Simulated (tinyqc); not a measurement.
## Permittivity of the insulator from five potentials

Question. A node lies on a semiconductor-insulator interface. Steps: hs = tb/3 down into the semiconductor, ho = tox/2 up into the insulator, hy = L/7 sideways. The flux balance of its box reads eox (hy/ho)(above - node) + eps_r (hy/hs)(below - node) + [(eps_r hs + eox ho)/(2 hy)](left + right - 2 node) - q Na (hs/2) hy/eps0 = 0. Find eox.

Inputs (values chosen for the exercise); semiconductor permittivity close to that of silicon:
```
symbol,value,unit,meaning
eps_r,11.5,,relative permittivity of the semiconductor
tb,8,nm,half the body thickness
tox,2.9,nm,insulator thickness
L,44,nm,channel length
Na,0,cm^-3,acceptor density of the depleted body
```

Constants: q = 1.602176634e-19 C, eps0 = 8.8541878128e-14 F/cm where lengths are in cm. Results are converted to the units shown.

psi (V): node 0.18842431, above 0.11236918, below 0.24939137, left 0.52, right 0.10502472

Solution. The balance is linear in eox.

eox = 7.500

tinyqc, about 0.1 s, one thread, Intel Xeon 2.30GHz (shared host): `OMP_NUM_THREADS=1 python tinyqc.py 2480156 2480157 out.jsonl`
